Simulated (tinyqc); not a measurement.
Crystal pulling from the melt: segregation, interface stability, heat balance and point-defect regime: one step, computed by the program tinyqc. Command: `OMP_NUM_THREADS=1 python tinyqc.py 3021009 3021010 out.jsonl pull walk`. One thread of a shared host (Intel(R) Xeon(R) Processor @ 2.30GHz), about 0.01 s of CPU time with the checks.

A dilute solute; steady pulling with a flat interface unless it is found unstable.

Question. Concentration at the frozen fraction g. Axial profile: C_s = k_eff C0 (1 - g)^(k_eff - 1); bulk melt C_L = C_s/k_eff. Usable fraction: the g at which C_s has changed by 30 % from its first value (0.99 at most).

Inputs (values chosen for the exercise, modelled on aluminium in silicon): initial melt concentration C0 = 8.1e+17 1/cm^3; frozen fraction g = 0.89.

Loss from the melt surface: none.

k_eff = 0.004726471

Give: C_s; C_L; usable fraction.

Answer.

C_s = 3.444e+16 1/cm^3

C_L = 7.287e+18 1/cm^3

usable fraction = 0.2317

C_s rises along the crystal.
